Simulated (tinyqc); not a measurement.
What moves the results: dielectric confinement in a thin film (image charges). A value that a table varies takes the place of the one given here.

A film |z| < t/2 of dielectric constant eps between half-spaces of dielectric constant e2; lam = (eps - e2)/(eps + e2), q = e^2/(4 pi eps0). The self-energy of a band edge is taken with the high-frequency value, e2 = eh, and the field of a fixed ion with the static one, e2 = eo. A charge at z has images lam^|n| at n t + (-1)^n z. Its self-energy is S(z) = (q/2 eps) sum over n >= 1 of lam^n [1/(n t - 2z) + 1/(n t + 2z)] for odd n and 2 lam^n/(n t) for even n; at the centre S(0) = -(q/(eps t)) ln(1 - lam).

Donor at the centre, lam from the static eo, trial function cos(pi z/t) exp(-rho/l): E(l) = c/(m l^2) - (q/eps) times the integral over k of F(k t) (1 + (k l/2)^2)^(-3/2), with F(x) = F0 + 2 lam exp(-x) G/(1 - lam exp(-x)), F0 = 2[(1 - exp(-x/2))/x + x (1 + exp(-x/2))/(x^2 + 4 pi^2)], G = 2 sinh(x/2)[1/x - x/(x^2 + 4 pi^2)]; c = hbar^2/2m0. The binding energy is -E at the minimum, counted from the subband edge with its self-energy.

Constants: e^2/(4 pi eps0) = 14.39964547 eV angstrom; hbar^2/2m0 = 3.80998211 eV angstrom^2; Ry = 13.60569312 eV.

Values chosen for the exercise (near those of a Si (100) film, two-fold valleys, between layers of Si3N4; not measured data): eps = 11.6 (dielectric constant of the film); eh = 4 (high-frequency dielectric constant outside); eo = 7.1 (static dielectric constant outside); m = 0.191 m0 (mass in the plane); mz = 0.938 m0 (mass across the film); ts = (10, 15, 22, 32, 48, 70, 100) angstrom (thicknesses); t = 16 angstrom (film thickness).

## Thinning the film

<S> is the mean over (2/t) cos^2(pi z/t); confinement c (pi/t)^2/mz; donor binding with and without images.

Results:
```
t (angstrom)  <S> (meV)  confinement (meV)  binding, no images (meV)  binding (meV)  l (angstrom)
10                 96.2              400.9                      60.2          100.4          17.5
15                 64.1              178.2                      55.3           86.3          19.5
22                 43.7               82.8                      50.1           73.7          21.8
32                 30.1               39.1                      44.7           62.3          24.5
48                 20.0               17.4                      38.7           51.2          27.9
70                 13.7                8.2                      33.1           42.2          31.8
100                 9.6                4.0                      28.2           34.7          36.2
```

Between 100 and 10 angstrom the binding goes from 34.7 to 100.4 meV; quantum confinement alone would take it from 28.2 to 60.2, so the images supply +6.5 and +40.2 meV. |<S>| goes as 1/t and exceeds the confinement energy beyond 42 angstrom. For t well above a* = 32 angstrom the separable trial function underbinds, which affects the last rows. Hard-wall energies above 300 meV (up to t = 10 angstrom) overstate the confinement: walls are finite and valleys non-parabolic.

## Choice of the surrounding dielectric

The same film between different dielectrics; in this table one value e2 serves for both eo and eh.

Results:
```
case         lam  <S> (meV)  binding (meV)  l (angstrom)
e2 = 1     0.841      157.4          290.4          16.1
e2 = 2.5   0.645       91.5          178.5          17.2
e2 = 3.9   0.497       61.8          133.3          18.1
e2 = 7.5   0.215       22.4           80.3          20.1
e2 = 16   -0.159      -14.2           40.0          23.7
e2 = 25   -0.366      -30.4           25.4          26.6
e2 = 80   -0.747      -56.1            7.3          36.7
```

The binding spans a factor 39.6, from 290 meV in vacuum to 7.3 meV for e2 = 80; going from 3.9 to 25 changes it by -107.9 meV and the band edge by -92.2 meV, so the binding responds 1.17 times as much as the edge (for an orbit much smaller than t the binding would change by twice the change of S(0), -155.0 meV; here l/t = 1.13 for e2 = 3.9).

## What each parameter does

<S> is the mean over (2/t) cos^2(pi z/t). Each row changes one parameter from the base and keeps the others.

Results:
```
case             lam from eh  <S> (meV)  binding (meV)  l (angstrom)
base                   0.487       60.1           84.1          19.9
t = 26 angstrom        0.487       37.0           68.5          22.9
eps = 10.4             0.444       59.3           91.6          18.7
eo = 9.9               0.487       60.1           63.0          21.2
eh = 5.2               0.381       43.7           84.1          19.9
m = 0.229 m0           0.487       60.1           93.6          17.5
```

The largest shifts from the base row, up to three for each result and ties (the steps differ in size, so this ranks the rows, not the parameters). lam from eh: eh -0.106, eps -0.043; unchanged at the printed digits by t, eo and m. <S> (meV): t -23.1, eh -16.4, eps -0.8; unchanged at the printed digits by eo and m. binding (meV): eo -21.1, t -15.6, m +9.5; unchanged at the printed digits by eh. l (angstrom): t +3.0, m -2.4, eo +1.3; unchanged at the printed digits by eh.

Computed by tinyqc, a small Python program: `OMP_NUM_THREADS=1 python tinyqc.py 1251531 1251532 out.jsonl` (the numbers bound the seed that draws the inputs); one thread of a shared host (Intel(R) Xeon(R) Processor @ 2.30GHz), about 0.08 s for the whole set of steps.
